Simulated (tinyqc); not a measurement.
Convergence with the size of the ring: vibrations of a mass or spring defect in a linear chain. Computed by tinyqc, a small Python program. Command: `OMP_NUM_THREADS=1 python tinyqc.py 3002990 3002991 out.jsonl localmode walk`. One thread of a shared host (Intel(R) Xeon(R) Processor @ 2.30GHz), about 0.01 s of CPU time with the checks.

A ring of N atoms with nearest-neighbour springs k and motion along the chain. Atom 1 is the defect, of mass M', and its two springs are k'. Odd sites are A (the defect replaces an A atom), even sites B.

Inputs (values chosen for the exercise, for a model chain): spring constant k = 2.46 eV/angstrom^2; mass M_A = 74.8 u; mass M_B = 19.7 u; defect mass M' = 37.9 u; spring ratio k'/k at the defect = 1.

Host: diatomic.

Constants: nu for 1 eV/(angstrom^2 u) = 15.6333042 THz.

Method:
- Host bands: lambda from 0 to 2k/M(heavy) and from 2k/M(light) to 2k (1/M_A + 1/M_B).
- nu = 15.6333042 THz x sqrt(lambda), lambda in eV/(angstrom^2 u).
- D_ii = (sum of the two springs at i)/M_i, D_ij = -k_ij/sqrt(M_i M_j) for neighbours, closed into a ring.
- The same matrix for 120 atoms; amplitudes are the mass-weighted eigenvector, in size, relative to the defect, for the highest mode; its weight is the squared component of the normalised eigenvector on the defect.

band edges (THz): [0.00000, 4.00943, 7.81268, 8.78143]

ratio to the top of the host band = 1.04390

highest frequency, long ring = 9.16698 THz

weight of the highest mode on the defect = 0.235416

Highest mode:
```
N    frequency (THz)  weight on the defect  modes outside the bands
4             9.2697               0.23047                        2
6             9.1941               0.22375                        2
8             9.1739               0.22940                        2
12            9.1674               0.23469                        2
20            9.1670               0.23541                        2
40            9.1670               0.23542                        2
80            9.1670               0.23542                        2
120           9.1670               0.23542                        2
```

What does the comparison show, and why?

The local mode is within 0.01 % of its final value from N = 12 on, and its weight on the defect settles at 0.235: a bound mode needs only a cell larger than its decay length. In the 120-atom ring the modes outside the host bands lie at 4.4155, 9.1670 THz; one close to a band edge can be missing in a short ring.

Extremes, crossings and ranges named in words are read from the listed rows.
